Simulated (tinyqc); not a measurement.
# Raman line shape of confined optical phonons and breathing modes of small crystals, step by step

A worked calculation. Computed by tinyqc, a small Python program that keeps every step. Command: `OMP_NUM_THREADS=1 python tinyqc.py 3013302 3013303 out.jsonl confine walk`. One thread of a shared host (Intel(R) Xeon(R) Processor @ 2.30GHz), about 0.02 s of CPU time with the checks. Intermediate numbers are printed to about 7 digits and carried at full precision; extremes and crossings named in words are read from the listed rows.

Confinement in 1 direction(s) lets phonons with q away from zero scatter light. q is in units of 2 pi/a, from 0 to 1, and the branch is isotropic: omega(q)^2 = (omega_0^2 + omega_X^2)/2 + ((omega_0^2 - omega_X^2)/2) cos(pi q). The model and its constant beta are phenomenological; beta = 8 is the common choice.

Inputs (values chosen for the exercise, modelled on silicon):
```
quantity                                value      unit
bulk frequency omega_0                  520.8      1/cm
frequency at the zone boundary omega_X    403      1/cm
natural width Gamma_0                     3.6      1/cm
lattice constant a                      5.431  angstrom
size L                                    3.4        nm
confinement constant beta                   3         -
probe offset omega - omega_0              1.6      1/cm
longitudinal velocity                    8840       m/s
transverse velocity                      5450       m/s
```

Shape: film.

Constants: c = 299792458 m/s.

## Range of wave vectors

Weight W(q) = q^0 exp(-(2 L q/a)^2/(2 beta)) dq, that is exp(-k^2 L^2/(2 beta pi^2)) for k = 2 pi q/a. Width q_c = a sqrt(2 beta)/(2 L), where the exponential falls to 1/e; curvature of the branch: omega(q) = omega_0 - c q^2, c = pi^2 (omega_0^2 - omega_X^2)/(8 omega_0); for small q_c the mean of q^2 is (number of confined directions) q_c^2/2, and the mean shift is -c times that.

q_c = 0.1956350 2 pi/a

curvature c = 257.7876 1/cm

mean shift, quadratic estimate = -4.933158 1/cm

omega(q_c) - omega_0 = -9.649011 1/cm

## Intensity at one frequency

I(omega) = int W(q) / [(omega - omega(q))^2 + (Gamma_0/2)^2] dq / int W dq x (Gamma_0/2)^2, by 400 Gauss-Legendre points on 0 < q < min(1, 2.5 a sqrt(2 beta)/L). Bulk Lorentzian 1/(1 + (2 offset/Gamma)^2); mean shift = weighted mean of omega(q) less the bulk frequency.

I at the probe offset = 0.2336476

bulk Lorentzian there = 0.5586207

mean shift, from the weights = -4.770053 1/cm

## Peak, width and asymmetry

The peak is the maximum of I; the width is taken between the half-maximum points, and the asymmetry is the low-side half-width over the high-side one.

peak shift = -0.83505 1/cm

full width = 6.7437 1/cm

asymmetry = 2.0682

peak height (bulk = 1) = 0.52746

The peak moves 18 % as far as the mean: the tail on the low side carries the rest. A shift without broadening or asymmetry would point to stress, not size.

## Line shape against size

The formulas are those given above.

Line shape:
```
L (nm)  peak shift (1/cm)  full width (1/cm)  asymmetry  mean shift, quadratic estimate (1/cm)
3                -0.87171             7.2188     2.2422                              -6.336368
3.6              -0.81666             6.5355     1.9925                              -4.400256
4.4              -0.74419             5.8576     1.7487                              -2.945626
5.5              -0.65093              5.214     1.5217                              -1.885200
7                -0.54017             4.6582     1.3298                              -1.163823
10                -0.3743             4.0922     1.1405                             -0.5702731
15               -0.21402              3.759     1.0368                             -0.2534547
25               -0.08806             3.6262     1.0034                            -0.09124370
```

The peak shift falls with exponent -0.36 at the small end and -1.74 at the large end. For still larger L it tends to the mean shift, which goes as 1/L^2; the ratio is 0.14 in the first row and 0.97 in the last. The width exceeds Gamma_0 by over 10 % for L up to 10 nm. In a film the weight is largest at q = 0, so the peak hardly moves and a tail grows instead.

## Thickness mode of the free film

The lowest longitudinal standing wave has half a wavelength across the film: f = v_L/(2 L); the lowest shear one f = v_T/(2 L).

breathing frequency = 1300 GHz

shear frequency = 801.4706 GHz

breathing wavenumber = 43.36333 1/cm

Checks made by the program: mean shift of a large crystal against the quadratic estimate (relative difference 1e-05).
